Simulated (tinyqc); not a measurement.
MOS inversion layer, Poisson-Schroedinger loop: effect of the sheet density of electrons.

Electrons confined at an insulator interface at z = 0, treated as a hard wall; parabolic valleys, Hartree approximation, no image or exchange terms. The depletion charge lies far deeper than the electrons and gives a uniform field q Nd/(eps0 eps_r); the gate balances all charge. Energies are counted from the band edge at the interface.

Schroedinger equation -(C/mz) psi'' + (V0 + U) psi = E psi, C = hbar^2/(2 m0), psi(0) = 0, on a uniform mesh of 800 nodes with a far wall at 24 nm, 8 levels a set; V0 = q Nd z/(eps0 eps_r); dU/dz = q (Ns - integral of n from 0 to z)/(eps0 eps_r), U(0) = 0; N_k = g md m0 q Vt/(pi hbar^2) ln(1 + exp((EF - E_k)/Vt)), g the number of valleys of the set, sum N_k = Ns. Triangular well: E_k = a_k (C F^2/mz)^(1/3), a_1 = 2.338107, a_2 = 4.087949, C = hbar^2/(2 m0), F in eV/nm. Fang-Howard (all electrons in the lowest level of set A): b^3 = 6 (mz1/C) q (Nd + 11 Ns/32)/(eps0 eps_r), centroid 3/b, level C b^2/(4 mz1) + (3/b) q (Nd + 11 Ns/16)/(eps0 eps_r). The centroid adds 3.9 z_av/eps_r to an oxide-equivalent thickness. Shares under 0.0001 % are printed as 0.

Inputs (values chosen for the exercise); masses and permittivity close to those of germanium (100): temperature T = 300 K; relative permittivity eps_r = 16.3; mass along z of valley set A (4 valley(s)) mz1 = 0.119 m0; in-plane density-of-states mass of set A md1 = 0.292 m0; sheet density of depletion charge Nd = 3.7e12 cm^-2.

Constants: q = 1.602176634e-19 C, kB = 1.380649e-23 J/K, hbar = 1.054571817e-34 J s, m0 = 9.1093837015e-31 kg, Vt = kB T/q, eps0 = 8.8541878128e-14 F/cm where lengths are in cm, hbar^2/(2 m0) = 0.0380998212 eV nm^2. Results are converted to the units shown.

Effect of the sheet density of electrons:
```
Ns (cm^-2),A1 (meV),A2 (meV),EF (meV),share of A1 (%),share of A2 (%),centroid z_av (nm),added oxide equivalent (nm),Fang-Howard centroid (nm)
1e11,193,336,67.9,99.6,0.397,3.09,0.739,3.26
2.1e11,196,339,90.0,99.6,0.391,3.08,0.736,3.25
4.5e11,202,346,116,99.6,0.380,3.05,0.731,3.23
9.7e11,215,361,149,99.6,0.357,3.00,0.719,3.18
2.1e12,242,393,197,99.7,0.314,2.91,0.696,3.08
4.4e12,293,452,270,99.7,0.248,2.75,0.657,2.92
9.4e12,392,568,395,99.8,0.165,2.49,0.596,2.66
2e13,571,775,606,99.9,0.0913,2.17,0.519,2.31
```

As Ns goes from 1e11 to 2e13, A1 rises from 193 to 571 meV, the share of A1 stays near 99.7 % and the centroid falls from 3.09 to 2.17 nm. A1 goes as Ns^(0.50) between the last two rows (a triangular well in the field of that charge alone gives 2/3). EF lies more than 2 meV above A1 for Ns = 9.4e12, 2e13. The Fang-Howard centroid is 5.6 % above the full one in the first row, where A1 holds 99.6 %, and 6.4 % above it in the last, where A1 holds 99.9 %.

Program tinyqc, `OMP_NUM_THREADS=1 python tinyqc.py 2160158 2160159 out.jsonl`; Intel Xeon 2.30GHz, shared host, one thread, about 0.5 s.
